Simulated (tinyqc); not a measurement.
# MOS inversion layer, Poisson-Schroedinger loop: effect of the temperature

Electrons confined at an insulator interface at z = 0, treated as a hard wall; parabolic valleys, Hartree approximation, no image or exchange terms. The depletion charge lies far deeper than the electrons and gives a uniform field q Nd/(eps0 eps_r); the gate balances all charge. Energies are counted from the band edge at the interface.

Schroedinger equation -(C/mz) psi'' + (V0 + U + dE for set B) psi = E psi, C = hbar^2/(2 m0), psi(0) = 0, on a uniform mesh of 800 nodes with a far wall at 18 nm, 8 levels a set; V0 = q Nd z/(eps0 eps_r); dU/dz = q (Ns - integral of n from 0 to z)/(eps0 eps_r), U(0) = 0; N_k = g md m0 q Vt/(pi hbar^2) ln(1 + exp((EF - E_k)/Vt)), g the number of valleys of the set, sum N_k = Ns. Triangular well: E_k = a_k (C F^2/mz)^(1/3), a_1 = 2.338107, a_2 = 4.087949, C = hbar^2/(2 m0), F in eV/nm. Fang-Howard (all electrons in the lowest level of set A): b^3 = 6 (mz1/C) q (Nd + 11 Ns/32)/(eps0 eps_r), centroid 3/b, level C b^2/(4 mz1) + (3/b) q (Nd + 11 Ns/16)/(eps0 eps_r). The centroid adds 3.9 z_av/eps_r to an oxide-equivalent thickness.

Inputs (values chosen for the exercise); masses and permittivity close to those of silicon (100): relative permittivity eps_r = 11.6; mass along z of valley set A (2 valley(s)) mz1 = 0.929 m0; in-plane density-of-states mass of set A md1 = 0.187 m0; mass along z of valley set B (4 valley(s)) mz2 = 0.189 m0; in-plane density-of-states mass of set B md2 = 0.419 m0; sheet density of electrons Ns = 4.2e11 cm^-2; sheet density of depletion charge Nd = 3.8e12 cm^-2; extra shift of set B (strain) dE = 0.1 eV.

Constants: q = 1.602176634e-19 C, kB = 1.380649e-23 J/K, hbar = 1.054571817e-34 J s, m0 = 9.1093837015e-31 kg, Vt = kB T/q, eps0 = 8.8541878128e-14 F/cm where lengths are in cm, hbar^2/(2 m0) = 0.0380998212 eV nm^2. Results are converted to the units shown.

The same in every row: Fang-Howard centroid (nm) = 1.44.

Results:

| T (K) | A1 (meV) | B1 (meV) | EF (meV) | share of A1 (%) | share of set A (%) | centroid z_av (nm) | added oxide equivalent (nm) |
|---|---|---|---|---|---|---|---|
| 20 | 129 | 317 | 132 | 100 | 100 | 1.36 | 0.457 |
| 50 | 129 | 317 | 129 | 100 | 100 | 1.36 | 0.457 |
| 77 | 129 | 317 | 125 | 100 | 100 | 1.36 | 0.457 |
| 200 | 129 | 317 | 98.5 | 99.5 | 100 | 1.37 | 0.459 |
| 300 | 129 | 317 | 71.2 | 96.7 | 99.7 | 1.39 | 0.469 |
| 400 | 129 | 317 | 39.4 | 91.0 | 98.1 | 1.46 | 0.491 |
| 500 | 129 | 317 | 3.07 | 83.0 | 95.0 | 1.56 | 0.523 |

Estimate the missing row, T = 120 K.

Computed row:

| T (K) | A1 (meV) | B1 (meV) | EF (meV) | share of A1 (%) | share of set A (%) | centroid z_av (nm) | added oxide equivalent (nm) |
|---|---|---|---|---|---|---|---|
| 120 | 129 | 317 | 117 | 100 | 100 | 1.36 | 0.457 |

With this row back in the table: As T goes from 20 to 500, A1 stays near 129 meV, the share of A1 falls from 100 to 83.0 % and the centroid rises from 1.36 to 1.56 nm. EF lies more than 2 meV above A1 for T = 20. The Fang-Howard centroid is 6.0 % above the full one in the first row, where A1 holds 100 %, and 7.3 % below it in the last, where A1 holds 83.0 %.

Numbers from tinyqc (`OMP_NUM_THREADS=1 python tinyqc.py 2160052 2160053 out.jsonl`; about 0.6 s on one thread of a shared Intel Xeon 2.30GHz).
